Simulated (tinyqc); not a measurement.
Extended Hueckel theory, for H6, step by step. One step of it, computed by the program tinyqc.

Problem. Mulliken analysis. P = C n C^T; charge = valence electrons (H 1) minus the sum of (P S)_ii on the atom; overlap population = 2 sum P_ij S_ij between two atoms.

coefficients:
```
            MO1        MO2        MO3        MO4        MO5        MO6
1H 1s  0.200661   0.376575   0.431832  -0.625605  -0.731109  -0.482794
2H 1s  0.282184   0.392015   0.230580   0.420634   0.862108   0.778222
3H 1s  0.354195   0.117673  -0.429009   0.601075  -0.273234  -1.048388
4H 1s  0.354373  -0.117512  -0.428678  -0.600882  -0.271932   1.049363
5H 1s  0.282661  -0.391414   0.230844  -0.420815   0.860802  -0.780266
6H 1s  0.201014  -0.376008   0.432288   0.625951  -0.729999   0.484017
```

occupations: 2.000000  2.000000  2.000000  0.000000  0.000000  0.000000

overlap S:
```
          1H 1s     2H 1s     3H 1s     4H 1s     5H 1s     6H 1s
1H 1s  1.000000  0.572631  0.105043  0.023415  0.002339  0.000361
2H 1s  0.572631  1.000000  0.384070  0.105043  0.012817  0.002339
3H 1s  0.105043  0.384070  1.000000  0.572631  0.105222  0.023459
4H 1s  0.023415  0.105043  0.572631  1.000000  0.384595  0.105222
5H 1s  0.002339  0.012817  0.105222  0.384595  1.000000  0.572631
6H 1s  0.000361  0.002339  0.023459  0.105222  0.572631  1.000000
```

Give: charges; Overlap populations.

Solution.

charges: 1H -0.063, 2H 0.053, 3H 0.010, 4H 0.010, 5H 0.053, 6H -0.063

Overlap populations:
```
pair      value
2-1    0.695903
3-1   -0.029359
3-2    0.072447
4-1   -0.014823
4-2   -0.018871
4-3    0.677070
5-1    0.000084
5-2   -0.001048
5-3   -0.018930
5-4    0.072621
6-1    0.000123
6-2    0.000084
6-3   -0.014873
6-4   -0.029417
6-5    0.695828
```
